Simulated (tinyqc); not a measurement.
Geometry relaxation of a small cluster: one step, computed by the program tinyqc.

E = sum_(i<j) phi(r_ij), phi(r) = eps [exp(-2 alpha (r - r0)) - 2 exp(-alpha (r - r0))]; the force on i is -sum_j phi'(r_ij) (R_i - R_j)/r_ij.

Question. Energy and forces at the start. Evaluate E and the forces at the starting positions.

Inputs (values chosen for the exercise, for model atoms): length r0 = 2.56 angstrom; well depth eps = 0.53 eV; stiffness alpha = 1.72 1/angstrom.

Potential: Morse. Method: conjugate gradient.

starting positions (angstrom):
```
            x      y      z
atom 1  -0.05  -0.22  -0.08
atom 2   2.64  -0.08   0.18
atom 3   1.21   2.18  -0.25
atom 4   1.45    0.6   2.11
```

Give: distances; energy at the start; forces.

Answer.

distances (angstrom): 1-2 2.706, 1-3 2.716, 1-4 2.778, 2-3 2.709, 2-4 2.367, 3-4 2.850

energy at the start = -2.882 eV

forces (eV/angstrom):
```
              x        y        z
atom 1   0.6771   0.4219   0.3188
atom 2   0.0208  -0.0375  -0.8956
atom 3   0.0527  -0.7969   0.4312
atom 4  -0.7506   0.4124   0.1456
```
